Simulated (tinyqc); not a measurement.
Strained Delta valleys, repopulation and conductivity mass: two steps of the calculation.

A cubic crystal with three pairs of conduction valleys along x, y and z under uniaxial stress X along [110] (X > 0 is tension); current along [110]. Non-degenerate electrons, fixed total density, one relaxation time for all valleys and stresses, masses unchanged by strain, so the mobility goes as the mean inverse mass.

Values chosen for this exercise; values close to those of silicon:
```
symbol,value,unit,meaning
s11,7.6,1/TPa,compliance
s12,-2.14,1/TPa,compliance
s44,12.4,1/TPa,compliance
ml,0.906,m0,longitudinal mass
mt,0.189,m0,transverse mass
X,-990,MPa,uniaxial stress (tension positive)
```

Problem 1. Strain tensor. Stress s_ij = X a_i a_j with a the unit vector along [110]; strain e_ii = s11 s_ii + s12 (s_jj + s_kk), e_ij = s44 s_ij/2.

Find: strain.

Solution 1.

strain (%):
```
         x        y       z
x  -0.2703  -0.3069  0.0000
y  -0.3069  -0.2703  0.0000
z   0.0000   0.0000  0.2119
```

Problem 2. Conductivity mass and mobility. Inverse mass along the current d = [110]: (n.d)^2/ml + (1 - (n.d)^2)/mt; mu/mu0 = sum f (1/m) over the plain mean of 1/m.

share f, valley x to z: 0.47100848  0.47100848  0.05798305

Find: 1/m along d; conductivity mass; unstrained value; mu/mu0.

Solution 2.

1/m along d, valley x to z (1/m0): 3.1974  3.1974  5.2910
conductivity mass = 0.30132 m0
unstrained value = 0.25672 m0
mu/mu0 = 0.85200

The possible range, all electrons in one kind of valley, is 0.821 to 1.36.

Range of the model: Shear strain also changes the transverse masses of these valleys, which is left out.

Computed by the program tinyqc: `OMP_NUM_THREADS=1 python tinyqc.py 2530081 2530082 out.jsonl`, one thread of a shared Intel Xeon 2.30GHz, about 0.01 s for the whole run.
